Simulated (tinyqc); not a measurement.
From results back to parameters: Shockley state of an s-p chain by decimation. Two cases, with inputs chosen for the exercise.

Problem. For the s-p chain the s level is -d/2 - 2 ts cos k and the p level d/2 + 2 tp cos k at k = 0 and pi, and at k = pi/2 the bands lie sqrt(d^2 + 16 u^2) apart. The values below come from hidden parameters.

Find: d, ts, tp, |u|; order at k = pi.

Method. Means give -d/2 and d/2, widths 4 ts and 4 tp; u follows from the splitting. The order is inverted where s lies above p at pi.

Case 1.

s level (eV): k = 0 -3.275, k = pi 1.165
p level (eV): k = 0 3.315, k = pi -1.205
splitting at pi/2 = 2.85281 eV

Solution.

d, ts, tp, |u| (eV): 2.11  1.11  1.13  0.48

order at k = pi: inverted

Case 2.

s level (eV): k = 0 -3.660, k = pi 1.660
p level (eV): k = 0 3.440, k = pi -1.440
splitting at pi/2 = 4.43639 eV

Solution.

d, ts, tp, |u| (eV): 2.00  1.33  1.22  0.99

order at k = pi: inverted

Computed by tinyqc, one run a case: `OMP_NUM_THREADS=1 python tinyqc.py N N+1 out.jsonl` with N = 1480339, 1480373; one thread of a shared Intel(R) Xeon(R) Processor @ 2.30GHz, about 0.3 s a run at most.
